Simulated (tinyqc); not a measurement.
From one set of inputs to another, one input at a time: leakage through a gate insulator: direct, Fowler-Nordheim, trap-assisted and Poole-Frenkel currents. Computed by tinyqc, a small Python program. Command: `OMP_NUM_THREADS=1 python tinyqc.py 3008469 3008470 out.jsonl oxideleak ladder`. One thread of a shared host (Intel(R) Xeon(R) Processor @ 2.30GHz), about 0.01 s of CPU time with the checks.

Electrons enter from the cathode Fermi level at x = 0; the conduction band of the insulator lies phi_b - e F x above it, F = V/t. WKB exponents use a parabolic band with mass m.

The inputs printed are set A. Inputs not listed in the table keep their values of set A, so the rows need not describe a real material.

Inputs (values chosen for the exercise, with an insulator like Al2O3):
```
quantity                        value   unit
thickness t                       3.2     nm
barrier phi_b                    2.26     eV
tunnelling mass m                0.38    m_0
static constant eps_ox           8.66      -
optical constant eps_opt         3.11      -
voltage across the insulator V    1.3      V
trap depth phi_t                  1.4     eV
trap density N_t                6e+18  cm^-3
attempt rate nu_0               8e+12    1/s
activation of capture E_a        0.25     eV
temperature T                     200      K
```

Constants: hbar^2/(2 m_0) = 3.80998212 eV angstrom^2; e = 1.602176634e-19 C; hbar = 1.054571817e-34 J s; k_B = 8.617333262e-05 eV/K; eps_0 = 8.8541878128e-12 F/m.

Method:
- For a level a distance phi(x) below the band, the WKB exponent is 2 int kappa dx with kappa = sqrt(m phi/(hbar^2/2m_0)); for a linear barrier from phi_1 down to phi_2 = max(phi_1 - e F d, 0) it is G = (4/3) sqrt(m/(hbar^2/2m_0)) (phi_1^(3/2) - phi_2^(3/2))/(e F).
- J_tun = e^3 F^2/(16 pi^2 hbar m phi_b) x exp(-G) / [1 - sqrt(phi_2/phi_b)]^2 with the free-electron mass in the cathode (m in m_0), phi_2 = max(phi_b - e V, 0): direct tunnelling for e V < phi_b, Fowler-Nordheim above. Image forces, back-flow and the limit on supply are left out, so J_tun is overstated below about 0.5 V.
- Equivalent oxide thickness = 3.9 t/eps_ox.
- A trap at depth x lies phi_t below the band. Capture: tunnel at the cathode Fermi level from 0 to x (G_in from phi_1 = phi_b), rate nu_0 exp(-G_in - E_c/k_B T) with E_c = E_a + max(phi_b - phi_t - e F x, 0), the last term being the height of the trap above the cathode Fermi level. Emission: tunnel from the trap level to the anode (G_out from phi_1 = phi_t over t - x), rate nu_0 exp(-G_out - E_a/k_B T). Re-emission to the cathode follows from detailed balance, rate_back = rate_in exp(dE/k_B T) with dE = phi_b - phi_t - e F x. Each trap passes R = rate_in rate_out/(rate_in + rate_back + rate_out) electrons per second; filling from the anode is left out.
- J_TAT = e N_t int_0^t R dx by the midpoint rule on 400 intervals; the most effective depth is the midpoint with the largest R, rounded to 0.01 nm.
- Poole-Frenkel emission over the lowered barrier of a charged trap: lowering sqrt(e F/(pi eps_opt eps_0)); J_PF = e N_t^(2/3) nu_0 exp(-(phi_t - lowering)/k_B T), one sheet of traps emitting with supply unlimited (an upper bound).
- J = J_tun + J_TAT (the Poole-Frenkel bound is not added); the ratio J/J_tun is the excess that stress-made traps add.

Each row keeps all changes above it:
```
input moved                          from       to  tunnelling current J_tun (A/cm^2)  Poole-Frenkel bound J_PF (A/cm^2)  total current J (A/cm^2)
set A                                   -        -                         2.1278e-03                         1.6062e-07                2.1278e-03
voltage across the insulator V (V)    1.3     0.78                         3.0561e-04                         1.9011e-12                3.0561e-04
temperature T (K)                     200      450                         3.0561e-04                         2.9655e-02                3.0561e-04
thickness t (nm)                      3.2      1.8                         1.6864e+02                         9.5581e+00                1.6864e+02
trap density N_t (cm^-3)            6e+18  1.2e+18                         1.6864e+02                         3.2688e+00                1.6864e+02
trap depth phi_t (eV)                 1.4      1.5                         1.6864e+02                         2.4799e-01                1.6864e+02
barrier phi_b (eV)                   2.26     3.17                         8.2352e+00                         2.4799e-01                8.2352e+00
activation of capture E_a (eV)       0.25     0.21                         8.2352e+00                         2.4799e-01                8.2352e+00
```

Where does the difference come from?

Tunnelling current J_tun goes from 0.00213 to 8.24, a factor 3870 in all. The largest single move comes from thickness t (a factor 552000), and barrier phi_b works against it (a factor 0.0488). Poole-Frenkel bound J_PF goes from 1.61e-7 to 0.248, a factor 1.54e6 in all. The largest single move comes from temperature T (a factor 1.56e10), and voltage across the insulator V works against it (a factor 1.18e-5). Total current J goes from 0.00213 to 8.24, a factor 3870 in all. The largest single move comes from thickness t (a factor 552000), and barrier phi_b works against it (a factor 0.0488). The single moves hold for this order of the switches; the total does not depend on the order.

Caution (all rows): the film is too thin for the Poole-Frenkel picture (the lowering is a large part of the whole drop, or the traps are further apart than the film is thick), so J_PF is only nominal. Caution (rows voltage across the insulator V, barrier phi_b, activation of capture E_a): a current below about 1e-15 A/cm^2 is not measurable.

Extremes, crossings and ranges named in words are read from the listed rows.
